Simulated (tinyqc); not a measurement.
Tight binding, kagome lattice, step by step. One step of it, computed by the program tinyqc.

Question. Levels at K. Diagonalise the Hermitian matrix.

H(k) at K (eV):
```
,A,B,C
A,0.000000,-0.665000+1.151814i,-0.665000-1.151814i
B,-0.665000-1.151814i,0.000000,-0.665000+1.151814i
C,-0.665000+1.151814i,-0.665000-1.151814i,-0.650000
```

Give: eigenvalues; weights |c|^2 of the basis functions.

Answer.

eigenvalues (eV): -1.7855  -1.3300  2.4655

weights |c|^2 of the basis functions:
```
,band 1,band 2,band 3
A,0.1336,0.5000,0.3664
B,0.1336,0.5000,0.3664
C,0.7329,0.0000,0.2671
```
